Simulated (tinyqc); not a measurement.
Inside a calculation. Model: semiconductor laser, carrier and photon rate equations.

Computed by the program tinyqc: `OMP_NUM_THREADS=1 python tinyqc.py 2840041 2840042 out.jsonl`, one thread of a shared Intel Xeon 2.30GHz, about 0.01 s for the whole run. Printed values are rounded.

Carrier density N and photon density S in one mode: dN/dt = F1 = eta I/(q V) - (A N + B N^2 + C N^3) - vg g S; dS/dt = F2 = G vg g S + G be B N^2 - S/tp, with g = g0 ln(N/Ntr)/(1 + ec S). Output power P = Fo Eph S V/(G tp). No heating, no carrier transport.

Inputs (values chosen for the exercise): active volume V = 1.5e-11 cm^3; confinement factor G = 0.049; group velocity vg = 7.01e9 cm/s; gain coefficient g0 = 1800 1/cm; transparency density Ntr = 2e18 cm^-3; gain compression ec = 9.3e-18 cm^3; photon lifetime tp = 2.5 ps; defect recombination coefficient A = 8.4e7 1/s; radiative coefficient B = 5.1e-11 cm^3/s; Auger coefficient C = 8e-30 cm^6/s; share of spontaneous emission into the mode be = 0.00053; injection efficiency eta = 0.74; share of cavity losses that is output Fo = 0.49; photon energy Eph = 1.27 eV; drive current I = 9.7 mA; time step dt = 8 ps.

Constants: q = 1.602176634e-19 C. Results are converted to the units shown.

## Threshold

gth = 1/(G vg tp), Nth = Ntr exp(gth/g0), Ith = q V (A Nth + B Nth^2 + C Nth^3)/eta. Above it S is near G tp eta (I - Ith)/(q V). Carrier lifetime at threshold Nth/(A Nth + B Nth^2 + C Nth^3).

gth = 1164.52 1/cm
Nth = 3.81943e18 cm^-3
Ith = 4.90580 mA
estimate of S = 1.80835e14 cm^-3
carrier lifetime = 2.52848 ns

## Iteration 1: steady state by Newton steps

(N, S) at the start (Nth and the estimate of S): N (1e18 cm^-3) 3.819, S (1e15 cm^-3) 0.181

Jacobian, with a = g0/(N (1 + ec S)) and d = g/(1 + ec S): J11 = -(A + 2 B N + 3 C N^2) - vg a S, J12 = -vg d, J21 = G vg a S + 2 G be B N, J22 = G vg d - 1/tp. Solve J d = -F and add d to (N, S).

F1, F2 (1e27 cm^-3/s): 0.00174629  -1.14923e-4

J (1/ns):
```
            N         S
F1   -1.42059  -8134.44
F2  0.0292641  -1.41260
```

(N, S) after iteration 1: N (1e18 cm^-3) 3.82290, S (1e15 cm^-3) 0.180533

## Iteration 2: steady state by Newton steps

As before.

F1, F2 (1e27 cm^-3/s): 5.03603e-6  -3.53338e-7

J (1/ns):
```
            N          S
F1   -1.41956   -8147.36
F2  0.0291589  -0.779450
```

(N, S) after iteration 2: N (1e18 cm^-3) 3.82292, S (1e15 cm^-3) 0.180531

## Course of the iteration: steady state by Newton steps

Stop when the largest change of (N, S) is below 1e-9, or after 40 iterations. N is counted in 1e18 and S in 1e15 cm^-3, and S must be positive.

Course of the iteration:
```
iteration  S (1e15 cm^-3)  largest |change| of one entry
1                0.180533                        3.90e-3
2                0.180531                        1.21e-5
3                0.180531                       1.18e-10
```

Converged in 3 iterations. The change falls from 0.0039 in the first iteration to below the tolerance in the last.

## Power, relaxation frequency, damping and bandwidth

N = 3.82292e18 cm^-3
S = 1.80531e14 cm^-3

Jacobian, with a = g0/(N (1 + ec S)) and d = g/(1 + ec S): J11 = -(A + 2 B N + 3 C N^2) - vg a S, J12 = -vg d, J21 = G vg a S + 2 G be B N, J22 = G vg d - 1/tp. wR^2 = det J, gamma = -trace J, fR = wR/(2 pi); the response wR^2/(wR^2 - w^2 + i gamma w) falls to 1/sqrt(2) at w^2 = x + sqrt(x^2 + wR^4), x = wR^2 - gamma^2/2 (f3dB = w/(2 pi)).

P = 2.20403 mW
fR = 2.45878 GHz
gamma = 2.19705 1/ns
f3dB = 3.80672 GHz

f3dB is 1.55 times fR (1.55 without damping). gamma/wR = 0.14: the response has a resonance peak.

## One Runge-Kutta step of a transient

(N, S) at the start: N (1e18 cm^-3) 3.899, S (1e15 cm^-3) 0.0903

y = (N, S), k1 = F(y), k2 = F(y + dt k1/2), k3 = F(y + dt k2/2), k4 = F(y + dt k3), y(new) = y + dt (k1 + 2 k2 + 2 k3 + k4)/6.

slopes per ps, N in 1e18 and S in 1e15 cm^-3:
```
         dN/dt       dS/dt
k1  6.49757e-4  0.00114003
k2  6.08413e-4  0.00123401
k3  6.05440e-4  0.00123618
k4  5.60929e-4  0.00133577
```

(N, S) after the step: N (1e18 cm^-3) 3.90385, S (1e15 cm^-3) 0.100188
